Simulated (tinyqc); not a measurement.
# p-n diode, drift-diffusion by the Gummel loop with Scharfetter-Gummel fluxes: what changes with what

Abrupt junction at x = 0, p side from -Lp, n side to Ln, ohmic contacts. psi is counted from the intrinsic level; n = ni exp((psi - phin)/Vt), p = ni exp((phip - psi)/Vt). Contacts: p side psi = V - Vt ln(Na/ni), p = Na, n = ni^2/Na; n side psi = Vt ln(Nd/ni), n = Nd, p = ni^2/Nd. Constant mobilities, D = mu Vt, Boltzmann statistics, SRH recombination through a mid-gap level, U = (n p - ni^2)/(tp (n + ni) + tn (p + ni)). Current is positive from the p contact to the n contact.

Parameters, values chosen for the exercise; band and dielectric values those of a made-up semiconductor:
```
symbol    value        unit                                 meaning
T           300           K                             temperature
Eg        0.921          eV                                band gap
eps_r      13.5                               relative permittivity
Nc      2.14e17       cm^-3  conduction-band density of states at T
Nv      8.06e18       cm^-3     valence-band density of states at T
Na       3.1e16       cm^-3          acceptor density of the p side
Nd       1.2e16       cm^-3             donor density of the n side
mun       11000  cm^2/(V s)                       electron mobility
mup         260  cm^2/(V s)                           hole mobility
tn        1e-10           s               SRH lifetime of electrons
tp         2e-7           s                   SRH lifetime of holes
Lp          0.6          um                    length of the p side
Ln          2.7          um                    length of the n side
G             0  cm^-3 s^-1                 uniform generation rate
```

Constants: q = 1.602176634e-19 C, kB = 1.380649e-23 J/K, Vt = kB T/q, eps0 = 8.8541878128e-14 F/cm where lengths are in cm. Results are converted to the units shown.

Each table varies one quantity; the others keep the values above.

## Current against voltage in the dark

ni = sqrt(Nc Nv) exp(-Eg/(2 Vt)), Eg in volts. Poisson and both continuity equations are solved self-consistently with Scharfetter-Gummel fluxes on a graded mesh of 500 nodes. J_scr is q times the integral of U between -xp and xn. Ideal diffusion current J_id = q ni^2 [Dn coth(wp/Le)/(Le Na) + Dp coth(wn/Lh)/(Lh Nd)] (exp(V/Vt) - 1), Le = sqrt(Dn tn), Lh = sqrt(Dp tp), wp = Lp - xp, wn = Ln - xn, with xp and xn from the depletion approximation (W = sqrt(2 eps0 eps_r (Vbi - V)(1/Na + 1/Nd)/q), xp = W Nd/(Na + Nd), xn = W Na/(Na + Nd), Vbi = Vt ln(Na Nd/ni^2)). Ideality factor = 0.004 V/(Vt ln[J(V + 0.004 V)/J(V)]). Here G = 0.

In this table G = 0 cm^-3 s^-1.

Current against voltage in the dark:
```
V (V)	J (A/cm^2)	ideality factor	J_scr/J (%)	J_id (A/cm^2)	share recombining at the contacts (%)	larger minority/doping at -xp and xn
0.14	1.31e-5	1.23	70.5	3.89e-6	28.2	1.44e-9
0.2	8.42e-5	1.24	53.5	3.95e-5	44.3	1.45e-8
0.25	4.17e-4	1.17	35.6	2.71e-4	61.4	9.98e-8
0.31	0.00330	1.08	17.7	0.00273	78.3	1.01e-6
0.36	0.0204	1.04	8.92	0.0188	86.6	6.89e-6
0.42	0.194	1.02	3.63	0.189	91.5	6.91e-5
0.47	1.30	1.02	1.48	1.29	93.8	4.68e-4
0.53	12.6	1.03	0.313	13.0	96.5	0.00456
0.58	81.4	1.06	0.0614	88.9	98.8	0.0284
```

J rises from 1.31e-5 to 81.4 A/cm^2; the ideality factor moves up and down between 1.02 and 1.24. Recombination in the depleted layer carries over half of the current up to V = 0.2 V, where the factor is 1.24; it grows roughly as exp(V/2 Vt), so diffusion overtakes it. Where the factor is lowest (V = 0.47 V), J is 0.073 % above the ideal diffusion current.

## Effect of the donor density of the n side at fixed bias

Same model as above.

In this table V = 0.5 V.

Results:
```
Nd (cm^-3)	J (A/cm^2)	ideality factor	J_scr/J (%)	J_id (A/cm^2)	share recombining at the contacts (%)	larger minority/doping at -xp and xn
1.2e16	4.05	1.02	0.737	4.10	95.0	0.00147
1.6e16	4.08	1.02	0.733	4.14	95.1	8.39e-4
2.9e16	4.15	1.02	0.730	4.22	95.3	2.64e-4
4e16	4.20	1.02	0.729	4.27	95.4	2.23e-4
5.4e16	4.24	1.02	0.728	4.31	95.5	2.21e-4
```

Estimate the missing row, Nd = 2.2e16 cm^-3.

Computed row:
```
Nd (cm^-3)	J (A/cm^2)	ideality factor	J_scr/J (%)	J_id (A/cm^2)	share recombining at the contacts (%)	larger minority/doping at -xp and xn
2.2e16	4.12	1.02	0.731	4.18	95.2	4.52e-4
```

With this row back in the table: As Nd rises from 1.2e16 to 5.4e16, J rises from 4.05 to 4.24 A/cm^2, the share of the depleted layer falls from 0.737 to 0.728 % and the share lost at the contacts rises from 95.0 to 95.5 %. The exponent d ln J/d ln Nd is 0.03 between the first two rows and 0.03 between the last two. J less J_scr is 2.5 % below J_id in the last row.

Numbers from tinyqc (`OMP_NUM_THREADS=1 python tinyqc.py 2240097 2240098 out.jsonl`; about 0.1 s on one thread of a shared Intel Xeon 2.30GHz).
